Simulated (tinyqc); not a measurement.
Deformation-potential model of the Delta valleys of a conduction band: one step. Conductivity mass tensor.

Valleys with axes along x, y and z, each a pair at +k and -k. Herring-Vogt shift of a valley with unit axis a: dE = Xd tr(e) + Xu a.e.a. Non-degenerate shares n_i = exp(-dE_i/kT)/sum_j exp(-dE_j/kT). Inverse mass tensor of a valley: (1 - a a)/mt + a a/ml; the masses are taken as independent of strain.

Inputs chosen for the exercise (out of a larger set: near those of Si; not measured data): ml = 0.94 m0 (longitudinal mass); mt = 0.193 m0 (transverse mass).

shares: x 0.016949, y 0.491526, z 0.491526

Task: With one scattering time for all valleys the conductivity goes as M = sum_i n_i (inverse mass tensor of valley i); along the unit vector u, 1/m_c = u.M.u. Without stress 1/m_c = (1/ml + 2/mt)/3. Take u along [110].

Give: M; m_c along [110]; m_c without stress.

Result:

M (1/m0):
```
       x      y      z
x  5.112  0.000  0.000
y  0.000  3.157  0.000
z  0.000  0.000  3.157
```

m_c along [110] = 0.2419 m0
m_c without stress = 0.2625 m0

The repopulation alone changes the mobility along [110] by +8.6 %; with all electrons in the valleys lightest or heaviest along this direction it would change by +36 or -18 %.

Computed by tinyqc, a small Python program: `OMP_NUM_THREADS=1 python tinyqc.py 1080585 1080586 out.jsonl` (the numbers bound the seed that draws the inputs); one thread of a shared host (Intel(R) Xeon(R) Processor @ 2.30GHz), about 0.03 s for the whole set of steps.
